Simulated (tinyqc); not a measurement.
What each form factor does: empirical-pseudopotential levels.

Empirical pseudopotential on the fcc lattice, atoms at +/- tau, tau = a (1,1,1)/8, no spin-orbit coupling. H(G,G') = c (2 pi/a)^2 |k + G|^2 delta + VS(q) cos(q.tau) + i VA(q) sin(q.tau), q = G - G', c = hbar^2/2m0; k and G in units of 2 pi/a; VS at |q|^2 = 3, 8, 11 and VA at 3, 4, 11, in rydberg, zero elsewhere. The basis is fixed: all 113 G with |G|^2 up to Gcut. Energies are counted from the fourth level at Gamma.

Constants: hbar^2/2m0 = 3.80998211 eV angstrom^2; Ry = 13.60569312 eV.

Parameters, chosen for this exercise (near those of Ge; shifted at random, so the results belong to these values and not to a real crystal): a = 5.651 angstrom (lattice constant); VS3 = -0.236 Ry; VS8 = 0.009 Ry; VS11 = 0.058 Ry; VA3 = 0 Ry; VA4 = 0 Ry; VA11 = 0 Ry; Gcut = 20 (2 pi/a)^2 (largest |G|^2 of the fixed basis).

Lowest empty singlet and triplet at Gamma and the valence width there (fixed basis); lowest empty level at X = (1,0,0) and L = (1/2,1/2,1/2) from the valence top, these levels and that top with all |k + G|^2 up to 21. Singlet and triplet count orbital degeneracy. VS3 is VS at |q|^2 = 3, and so on. The row for a keeps the form factors fixed, so it is no model of a real expansion, which changes them too.

Results for these values:

| case | singlet (eV) | triplet (eV) | X (eV) | L (eV) | width (eV) |
|---|---|---|---|---|---|
| base | 1.001 | 3.528 | 1.229 | 0.900 | 12.057 |

What happens to each result for a = 5.708 angstrom, all else kept?

Answer: singlet rises from 1.001 to 1.012; triplet rises from 3.528 to 3.551; X rises from 1.229 to 1.351; L rises from 0.900 to 0.978; width falls from 12.057 to 11.774.

The same for each parameter in turn:

| case | singlet (eV) | triplet (eV) | X (eV) | L (eV) | width (eV) |
|---|---|---|---|---|---|
| base | 1.001 | 3.528 | 1.229 | 0.900 | 12.057 |
| a = 5.708 angstrom | 1.012 | 3.551 | 1.351 | 0.978 | 11.774 |
| VS3 = -0.226 Ry | 1.093 | 3.387 | 0.985 | 0.801 | 12.094 |
| VS8 = 0.019 Ry | 1.522 | 3.475 | 1.301 | 1.143 | 11.947 |
| VS11 = 0.068 Ry | 1.564 | 3.770 | 1.509 | 1.285 | 11.848 |
| VA3 = 0.03 Ry | 1.055 | 3.563 | 0.963 | 0.914 | 12.067 |
| VA4 = 0.03 Ry | 0.980 | 3.624 | 0.847 | 0.964 | 12.062 |
| VA11 = 0.03 Ry | 0.860 | 3.484 | 0.871 | 0.824 | 12.077 |

In a diamond crystal a small VA enters the levels at Gamma and L only in second order, by symmetry, but splits the degenerate pair at X in first order.

tinyqc: `OMP_NUM_THREADS=1 python tinyqc.py 1080696 1080697 out.jsonl`; about 0.6 s, one thread, shared Intel(R) Xeon(R) Processor @ 2.30GHz.
